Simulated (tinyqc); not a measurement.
Comparisons within one model: tunnelling through a thin dielectric with one trap, as a tight-binding chain. A value that a table varies takes the place of the one given here.

Hopping -t everywhere, t = c/(m a^2), c = hbar^2/2m0; lead sites at 2t (band bottom 0), barrier sites 1 to N at 2t + phi, and site j has U besides. No voltage. Leads give S = -t exp(ika) on sites 1 and N, cos(ka) = 1 - E/(2t). T = (2 t sin(ka))^2 |G_1N|^2, G = (E - H - S)^-1. In the barrier cosh(q a) = 1 + (phi - E)/(2t).

Resonance: the lowest eigenvalue of H + S(E), iterated until its real part equals E (40 rounds from Eb = phi + 2t - sqrt(4t^2 + U^2), the level in an endless barrier). With v the normalised squared amplitudes of that state, Gamma_L = 2 t sin(ka) v_1, Gamma_R = 2 t sin(ka) v_N; Breit-Wigner T = Gamma_L Gamma_R/((E - Er)^2 + (Gamma_L + Gamma_R)^2/4).

Constants: hbar^2/2m0 = 3.80998211 eV angstrom^2.

Values chosen for the exercise (barrier and mass of the size used for Al2O3 on silicon; not measured data): a = 2.5 angstrom (site spacing); m = 0.28 m0 (mass, the same in leads and barrier); phi = 2.24 eV (conduction edge of the barrier above that of the leads); N = 10 (barrier sites); j = 4 (site of the trap); U = -3.97 eV (extra energy on the trap site); E = 0.57 eV (electron energy).

## Transmission around the level

Er = 0.69940 eV

widths (meV): left 16.768, right 0.12395

Energies Er + x (Gamma_L + Gamma_R).

T:

| x | E (eV) | chain | Breit-Wigner | no trap |
|---|---|---|---|---|
| -8.0 | 0.5643 | 6.04e-05 | 0.000113 | 1.35e-07 |
| -3.0 | 0.6487 | 0.000629 | 0.000787 | 2.19e-07 |
| -1.0 | 0.6825 | 0.00545 | 0.00583 | 2.65e-07 |
| -0.5 | 0.6910 | 0.0141 | 0.0146 | 2.77e-07 |
| 0.0 | 0.6994 | 0.0291 | 0.0291 | 2.91e-07 |
| 0.5 | 0.7078 | 0.0152 | 0.0146 | 3.05e-07 |
| 1.0 | 0.7163 | 0.00636 | 0.00583 | 3.20e-07 |
| 3.0 | 0.7501 | 0.00101 | 0.000787 | 3.86e-07 |
| 8.0 | 0.8345 | 0.000214 | 0.000113 | 6.17e-07 |

At Er the chain gives 0.0291, 1e+05 times the value without trap, and Breit-Wigner 0.0291. In the wings the single pole gives 1.88 times the chain value at x = -8 and 0.531 times at x = 8, because the widths and the level shift change with energy.

## Where a trap does most harm

The trap is moved through the barrier. The area under the resonance, 2 pi Gamma_L Gamma_R/(Gamma_L + Gamma_R), sets the current through it.

Against position:

| j | Er (eV) | Gamma_L (meV) | Gamma_R (meV) | peak | area (meV) |
|---|---|---|---|---|---|
| 3 | 0.6874 | 84.4 | 0.0231 | 0.00110 | 0.145 |
| 4 | 0.6994 | 16.8 | 0.124 | 0.0291 | 0.773 |
| 5 | 0.7013 | 3.28 | 0.640 | 0.546 | 3.37 |
| 6 | 0.7013 | 0.640 | 3.28 | 0.546 | 3.37 |
| 7 | 0.6994 | 0.124 | 16.8 | 0.0291 | 0.773 |
| 8 | 0.6874 | 0.0231 | 84.4 | 0.00110 | 0.145 |

The area is largest at j = 5 and 6 (3.37 meV) and 23.1 times smaller at j = 3: the slower of the two steps limits the current, so traps in the middle carry most. Each site towards a lead multiplies its width by about 5.13, close to exp(2 q a) = 5.13 at Eb.

## Direct against trap-assisted paths

N odd, the trap in the middle, j = (N + 1)/2. Direct T is that without trap at the energy Er; area = 2 pi Gamma_L Gamma_R/(Gamma_L + Gamma_R). The exponents are the slopes of the logarithms between the last two rows, per angstrom.

Against thickness:

| N | N a (angstrom) | Er (eV) | direct T | area (meV) |
|---|---|---|---|---|
| 5 | 12.5 | 0.6690 | 0.000946 | 259 |
| 7 | 17.5 | 0.6968 | 3.90e-05 | 52.4 |
| 9 | 22.5 | 0.7009 | 1.51e-06 | 10.3 |
| 11 | 27.5 | 0.7017 | 5.74e-08 | 2.01 |
| 13 | 32.5 | 0.7018 | 2.18e-09 | 0.393 |
| 15 | 37.5 | 0.7018 | 8.30e-11 | 0.0765 |
| 17 | 42.5 | 0.7019 | 3.15e-12 | 0.0149 |

exponents (1/angstrom): direct 0.6541, through the trap 0.3270

The direct path falls as exp(-0.654 d) and the path through a central trap as exp(-0.327 d), 2.00 times more slowly, since each step crosses half the layer. From 5 to 17 sites the first loses 8.5 decades and the second 4.2: in thicker layers even few traps rule the leakage. Inelastic capture with phonons is left out.

## What each parameter does

Resonance and log10 T at E. Each row changes one parameter from the base and keeps the others.

Results:

| case | Er (eV) | Gamma_L (meV) | Gamma_R (meV) | log10 T |
|---|---|---|---|---|
| base | 0.6994 | 16.77 | 0.1240 | -4.170 |
| m = 0.258 m0 | 0.7912 | 23.82 | 0.2433 | -4.357 |
| phi = 2.34 eV | 0.8000 | 17.09 | 0.1264 | -4.844 |
| N = 11 | 0.6994 | 16.77 | 0.02413 | -4.908 |
| j = 3 | 0.6874 | 84.41 | 0.02315 | -4.119 |
| U = -3.851 eV | 0.7794 | 18.82 | 0.1572 | -4.593 |

The largest shifts from the base row, up to three for each result and ties (the steps differ in size, so this ranks the rows, not the parameters). Er (eV): phi +0.1006, m +0.0918, U +0.0800; unchanged at the printed digits by N. Gamma_L (meV): j +67.6, m +7.05, U +2.05; unchanged at the printed digits by N. Gamma_R (meV): m +0.119, j -0.101, N -0.0998. log10 T: N -0.738, phi -0.675, U -0.424.

tinyqc: `OMP_NUM_THREADS=1 python tinyqc.py 1451699 1451700 out.jsonl`; about 0.05 s, one thread, shared Intel(R) Xeon(R) Processor @ 2.30GHz.
